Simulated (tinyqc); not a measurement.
The three schemes as the step is halved: finite-difference solution of the diffusion equation on a small grid. Computed by tinyqc, a small Python program. Command: `OMP_NUM_THREADS=1 python tinyqc.py 3002314 3002315 out.jsonl fdiff walk`. One thread of a shared host (Intel(R) Xeon(R) Processor @ 2.30GHz), about 0.01 s of CPU time with the checks.

dC/dt = D d2C/dx2 on nodes x_j = j dx, j = 0..9; the far end is sealed.

Inputs (values chosen for the exercise):

| quantity | value | unit |
|---|---|---|
| diffusivity D | 1.8 | nm^2/s |
| grid spacing dx | 25 | nm |
| time step dt | 190 | s |
| final time t_f | 3040 | s |
| loss velocity h | 0.0066 | nm/s |

Boundary at x = 0: surface loss. Scheme: Crank-Nicolson.

start values C_j, j = 0, 1, ... (% of a reference): 40  56.2  100  79.4  35.1  6.66  0  0  0  0

Method:
- The operator M acts as (M C)_j = C_(j-1) - 2 C_j + C_(j+1); at the sealed far end a mirror node gives 2 C_(N-2) - 2 C_(N-1); at j = 0, the outward flux h C_0 gives 2 C_1 - (2 + 2 h dx/D) C_0.
- r = D dt/dx^2.
- The mode of M with eigenvalue mu has its amplitude multiplied per step by g = (1 + (1 - theta) r mu)/(1 - theta r mu), with theta = 0 explicit, 1 implicit, 1/2 Crank-Nicolson; the explicit scheme is stable for r up to 2/|mu_min|.
- With r = D dt/dx^2: (1 - theta r M) C(new) = (1 + (1 - theta) r M) C(old); theta = 0 explicit, 1 implicit, 1/2 Crank-Nicolson.
- Each run reaches t_f in n equal steps; errors are the largest difference from exp(M D t_f/dx^2) C(0). A dash marks unstable explicit runs.

largest stable r of the explicit scheme = 0.498296

Largest error at t_f (%):

| steps n | r | explicit | implicit | Crank-Nicolson |
|---|---|---|---|---|
| 4 | 2.1888 | - | 2.3728 | 9.0923e-01 |
| 8 | 1.0944 | - | 1.2645 | 3.9038e-02 |
| 16 | 0.5472 | - | 0.6512 | 9.3094e-03 |
| 32 | 0.2736 | 0.33868 | 0.3302 | 2.3226e-03 |
| 64 | 0.1368 | 0.16831 | 0.1662 | 5.8036e-04 |
| 128 | 0.0684 | 0.08389 | 0.0834 | 1.4507e-04 |
| 256 | 0.0342 | 0.04188 | 0.0417 | 3.6267e-05 |

From the last two rows, halving the step divides the error by 2.00 (explicit), 2.00 (implicit), 4.00 (Crank-Nicolson): a factor 2 marks first order in dt and 4 second order. The explicit scheme needs n of at least 18 to be stable; the other two are stable at any step.

Extremes, crossings and ranges named in words are read from the listed rows.
